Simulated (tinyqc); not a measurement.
Voltage acceleration of oxide breakdown, four models on the same data: one step of the calculation.

Field E = V/tox in MV/cm. Models: ln(t63/1 s) = a - c X with X = E (E model), -1/E (1/E model), ln V (power law, c the exponent n) or sqrt(E).

Problem. Fitting the models. The three stress times were made with the 1/E model, c = 407, and are treated as data. For each model fit ln t63 on X by least squares over the three points.

Parameters, values chosen for the exercise: oxide thickness tox = 2.2 nm.

```
stress  V (V)  t63 (s)
0        2.03    19500
1         2.3      110
2        2.65   0.6432
```

Give: c; a; largest misfit in ln t63 (0: below 0.002).

Solution.

```
model       c       a  largest misfit in ln t63 (0: below 0.002)
E       3.641   43.22                                     0.4533
1/E     407.0  -34.23                                     0.0000
power   38.66   37.13                                     0.2282
sqrt E  23.76   81.85                                     0.3414
```

The worst misfit of any model is 0.45 in ln t63, a factor of 1.57 in time, comparable to the scatter of t63 from small samples, so such data hardly tell the models apart.

Range of the model: All four laws are empirical fits; none is established far below the stress range.

Numbers from tinyqc (`OMP_NUM_THREADS=1 python tinyqc.py 2070165 2070166 out.jsonl`; about 0.01 s on one thread of a shared Intel Xeon 2.30GHz).
